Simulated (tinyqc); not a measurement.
Resistance of a tapered via with liner, size effect and interface: two steps of the calculation.

A round via whose diameter grows from db at the bottom as D(z) = db + 2 z/tan(ang). The fill, of diameter D - 2 tl, starts above the bottom liner (thickness fb tl) and has rho = rho0 (1 + ks lam/(D - 2 tl)); the sidewall liner conducts in parallel with it. The bottom liner and the interface are crossed over the full area pi db^2/4. Spreading in the lines above and below is left out.

Parameters, values chosen for the exercise; fill metal close to molybdenum:
- db = 49 nm (diameter at the bottom)
- hv = 100 nm (height)
- ang = 89 degrees (sidewall angle)
- rho0 = 5.21 uohm cm (bulk resistivity of the fill)
- lam = 11.2 nm (mean free path of the fill)
- ks = 1 (size-effect factor)
- tl = 0 nm (liner on the sidewall)
- fb = 0.5 (liner at the bottom over that on the sidewall)
- rl = 280 uohm cm (resistivity of the liner)
- ri = 2.8e-12 ohm cm^2 (interface resistivity at the bottom)
- Sb = 1.3e15 S/m^2 (ballistic conductance per area, about 3/(4 rho0 lam))

Task 1. Slices of the via. Slices between z0 = fb tl and hv, evaluated at their midpoints: conductance per length pi/4 [(D - 2 tl)^2/rho + (D^2 - (D - 2 tl)^2)/rl], slice resistance = slice height over that. 8 slices.

Wanted: z; D; rho; slice resistance.

Result 1.

```
slice  z (nm)  D (nm)  rho (uohm cm)  slice resistance (ohm)
0      6.2500  49.218         6.3956                 0.42019
1      18.750  49.655         6.3852                 0.41217
2      31.250  50.091         6.3749                 0.40437
3      43.750  50.527         6.3649                 0.39679
4      56.250  50.964         6.3550                 0.38941
5      68.750  51.400         6.3453                 0.38224
6      81.250  51.836         6.3357                 0.37527
7      93.750  52.273         6.3263                 0.36848
```

Task 2. Total resistance. R_fill = sum of the slices; R_bottom = rl fb tl/(pi db^2/4); R_interface = ri/(pi db^2/4); ballistic (Sharvin) limit 1/(Sb pi (db - 2 tl)^2/4); ideal cylinder rho0 hv/(pi db^2/4).

slice resistance, slice 0 to 7 (ohm): 0.42019287  0.41216724  0.40436780  0.39678616  0.38941435  0.38224474  0.37527003  0.36848327

Give: parts; R; shares; ballistic limit; ideal cylinder.

Result 2.

parts (ohm): fill 3.149, bottom liner 0, interface 0.1485
R = 3.297 ohm
shares (%): fill 95.50, bottom liner 0.00, interface 4.50
ballistic limit = 0.4079 ohm
ideal cylinder = 2.763 ohm

The fill is the largest part, and R is 1.19 times the ideal cylinder. With 2000 slices R = 3.2975 ohm.

Computed by the program tinyqc: `OMP_NUM_THREADS=1 python tinyqc.py 2750073 2750074 out.jsonl`, one thread of a shared Intel Xeon 2.30GHz, about 0.01 s for the whole run.
